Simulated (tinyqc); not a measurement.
## Inverter chain driving a load

N inverters, each f = Hc^(1/N) times larger than the one before: delay tau N (f + pp). Switched capacitance in units of the first input, with output capacitance pp times the input: Hc + (1 + pp)(Hc - 1)/(f - 1).

Inputs (values chosen for the exercise): load over the input capacitance of the chain Hc = 2500; parasitic delay of an inverter pp = 0.6; delay unit tau = 1.8 ps.

Results:
```
N       f  delay (ps)  switched capacitance
4   7.071       55.23                  3159
5   4.782       48.44                  3557
6   3.684       46.27                  3990
7   3.058       46.09                  4443
8   2.659       46.93                  4910
10  2.187       50.16                  5869
11  2.037       52.20                  6357
```

Estimate the missing row, N = 9.

Computed row:
```
N      f  delay (ps)  switched capacitance
9  2.385       48.36                  5386
```

With this row back in the table: The delay goes from 55.2 through a minimum of 46.1 (at N = 7 among the rows listed) to 52.2 ps. The best stage effort solves pp + rho (1 - ln rho) = 0, rho = 3.27, which gives N = ln Hc/ln rho = 6.61. One stage fewer than the best costs 0.39 % in delay and saves 10 % of the switched capacitance.

Program tinyqc, `OMP_NUM_THREADS=1 python tinyqc.py 2082010 2082011 out.jsonl`; Intel Xeon 2.30GHz, shared host, one thread, about 0.01 s.
